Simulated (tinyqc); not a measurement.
One electron in a tunnel-coupled double dot: charge qubit, sensing and quantum capacitance: one step of the calculation.

Basis (left, right), H = [[ep/2, tc], [tc, -ep/2]], splitting Om = sqrt(ep^2 + 4 tc^2), ep = al times the gate voltage. In equilibrium the electron is on the right with the chance P_R = [1 + (ep/Om) tanh(Om/2 kB T)]/2.

Problem. Dephasing by charge noise. Noise in ep shifts Om by (ep/Om) d + (2 tc^2/Om^3) d^2. For Gaussian d of deviation se the spread of Om is sqrt[(ep se/Om)^2 + 2 (2 tc^2 se^2/Om^3)^2], and T2* is estimated as sqrt(2) hbar/spread; Om T2*/h counts the oscillations within T2*.

Values chosen for this exercise: tunnel coupling tc = 27 ueV; deviation of quasi-static detuning noise se = 2.8 ueV; detuning ep = -87.9 ueV.

Constants: q = 1.602176634e-19 C, hbar = 1.054571817e-34 J s, h = 6.62607015e-34 J s. Results are converted to the units shown.

Wanted: first-order spread; second-order spread; T2*; oscillations within T2*.

Solution.

first-order spread = 2.386 ueV
second-order spread = 0.01472 ueV
T2* = 0.3902 ns
oscillations within T2* = 9.732

At ep = 0 the first-order term vanishes and T2* would be 9.07 ns.

Program tinyqc, `OMP_NUM_THREADS=1 python tinyqc.py 2470009 2470010 out.jsonl`; Intel Xeon 2.30GHz, shared host, one thread, about 0.01 s.
